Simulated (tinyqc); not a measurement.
Worked calculation: carrier lifetime from Shockley-Read-Hall, radiative, Auger and surface recombination. Computed by tinyqc, a small Python program that keeps every step. Command: `OMP_NUM_THREADS=1 python tinyqc.py 3017631 3017632 out.jsonl lifetime walk`. One thread of a shared host (Intel(R) Xeon(R) Processor @ 2.30GHz), about 0.02 s of CPU time with the checks. Intermediate numbers are printed to about 5 digits and carried at full precision; extremes and crossings named in words are read from the listed rows.

Energies are counted from the top of the valence band. Boltzmann statistics, full ionisation, and equal excess densities of electrons and holes.

Inputs (values chosen for the exercise, with bands modelled on GaP):
```
quantity,value,unit
gap E_g,2.31,eV
electron mass m_e,0.489,m_0
valleys M_c,3,-
hole mass m_h,0.804,m_0
temperature T,300,K
doping N,1.6e+15,cm^-3
trap level E_t,1.42,eV
trap density N_t,6.8e+13,cm^-3
electron cross-section sigma_n,7.1e-15,cm^2
hole cross-section sigma_p,3.7e-14,cm^2
radiative coefficient B,8.5e-15,cm^3/s
Auger coefficient C_n,5.4e-32,cm^6/s
Auger coefficient C_p,5.3e-32,cm^6/s
excess density dn,1.6e+14,cm^-3
generation rate G,1.6e+22,cm^-3 s^-1
diffusion coefficient D,46,cm^2/s
```

Doping: p-type. Surface term: none.

Constants: m_0 = 9.1093837015e-31 kg; k_B = 1.380649e-23 J/K; h = 6.62607015e-34 J s; k_B = 8.617333262e-05 eV/K.

## Equilibrium densities

N_c = 2 M_c (2 pi m_e k_B T/h^2)^(3/2) and N_v = 2 (2 pi m_h k_B T/h^2)^(3/2), masses in units of m_0. n_i = sqrt(N_c N_v) exp(-E_g/2 k_B T); majority density N/2 + sqrt(N^2/4 + n_i^2), minority density n_i^2 over it.

N_c = 2.5743e+19 cm^-3

N_v = 1.8091e+19 cm^-3

n_i = 0.85292 cm^-3

n_0 = 4.5467e-16 cm^-3

p_0 = 1.60e+15 cm^-3

## Capture times and SRH densities

v = sqrt(3 k_B T/m) with m_e or m_h; tau_n0 = 1/(sigma_n v_n N_t), tau_p0 = 1/(sigma_p v_p N_t); n1 = N_c exp(-(E_g - E_t)/k_B T), p1 = N_v exp(-E_t/k_B T).

v_n = 1.6702e+07 cm/s

v_p = 1.3025e+07 cm/s

tau_n0 = 1.2401e-07 s

tau_p0 = 3.0514e-08 s

n1 = 28795 cm^-3

p1 = 2.5264e-05 cm^-3

n1 and p1 are both far below the doping: the level acts as a deep recombination centre.

## Lifetimes at the given injection

With n = n_0 + dn, p = p_0 + dn and U/dn = 1/tau: (n p - n_i^2)/dn = n_0 + p_0 + dn = s; 1/tau_SRH = s/[tau_p0 (n + n1) + tau_n0 (p + p1)]; 1/tau_rad = B s; 1/tau_Aug = (C_n n + C_p p) s; the rates add. Radiative efficiency = tau_eff/tau_rad; effective diffusion length = sqrt(D tau_eff).

tau_SRH at dn = 1.2679e-07 s

tau_rad at dn = 0.066845 s

tau_Aug at dn = 5.5748 s

effective lifetime at dn = 1.2679e-07 s

radiative efficiency at dn = 1.8967e-06

effective diffusion length at dn = 24.150 micrometre

SRH recombination carries 100 % of the rate; dn/N = 0.10 is intermediate injection.

## Steady state under generation

dn solves dn/tau_eff(dn) = G (60 bisections in ln dn between 1e-2 and 1e22 cm^-3); the splitting of the quasi-Fermi levels is k_B T ln(n p/n_i^2).

steady excess density = 2.2706e+15 cm^-3

lifetime in the steady state = 1.4191e-07 s

quasi-Fermi splitting under G = 1.8502 eV

The splitting, an upper bound for e V_oc, is 80 % of the gap.

## Lifetime against injection

Rows stop below half the smaller effective density of states.

Lifetimes (s):
```
dn (cm^-3),SRH,radiative,Auger,effective,radiative efficiency,fastest channel
1.00e+10,1.2401e-07,7.3529e-02,7.3701e+00,1.2401e-07,1.6866e-06,SRH
1.00e+11,1.2402e-07,7.3525e-02,7.3689e+00,1.2402e-07,1.6867e-06,SRH
1.00e+12,1.2403e-07,7.3483e-02,7.3564e+00,1.2403e-07,1.6879e-06,SRH
1.00e+13,1.2420e-07,7.3073e-02,7.2332e+00,1.2420e-07,1.6997e-06,SRH
1.00e+14,1.2581e-07,6.9204e-02,6.1595e+00,1.2581e-07,1.8179e-06,SRH
1.00e+15,1.3575e-07,4.5249e-02,2.0053e+00,1.3575e-07,3.0001e-06,SRH
1.00e+16,1.5032e-07,1.0142e-02,7.4651e-02,1.5032e-07,1.4821e-05,SRH
1.00e+17,1.5405e-07,1.1579e-03,9.1263e-04,1.5400e-07,1.3299e-04,SRH
1.00e+18,1.5448e-07,1.1746e-04,9.3235e-06,1.5176e-07,1.2921e-03,SRH
```

tau_SRH goes from 1.24e-7 s at low injection (the minority capture time, 1.24e-7 s) to 1.54e-7 s in the last row; at high injection it tends to tau_n0 + tau_p0 = 1.55e-7 s. Ruling channel by row: SRH from 1e10 cm^-3.

## Where in the gap a trap does harm

Low injection: tau = [tau_p0 (n_0 + n1) + tau_n0 (p_0 + p1)]/(n_0 + p_0). Depleted region (n = p = 0): generation lifetime tau_g = (tau_p0 n1 + tau_n0 p1)/n_i. n1 = N_c exp(-(E_g - E_t)/k_B T), p1 = N_v exp(-E_t/k_B T).

The same trap at other energies:
```
E_t (eV),SRH lifetime (s),generation lifetime (s)
0.139,6.6060e-06,1.2160e+10
0.346,1.2617e-07,4.0501e+06
0.578,1.2401e-07,5.1291e+02
0.808,1.2401e-07,7.0180e-02
1.040,1.2401e-07,8.8880e-06
1.155,1.2401e-07,1.4036e-07
1.271,1.2401e-07,3.2357e-06
1.502,1.2401e-07,2.4572e-02
1.732,1.2401e-07,1.7959e+02
1.964,1.2477e-07,1.4181e+06
2.171,2.3936e-06,4.2574e+09
```

The SRH lifetime (other channels left aside) stays within 10 % of its least value, among these rows, from E_t = 0.346 to 1.964 eV. The generation lifetime has a sharp minimum, among these rows at 1.155 eV and exactly at 1.169 eV, where tau_p0 n1 = tau_n0 p1, since generation needs two thermal jumps and the larger one rules.

Checks made by the program: n1 p1 = n_i^2 (relative difference below 1e-10).
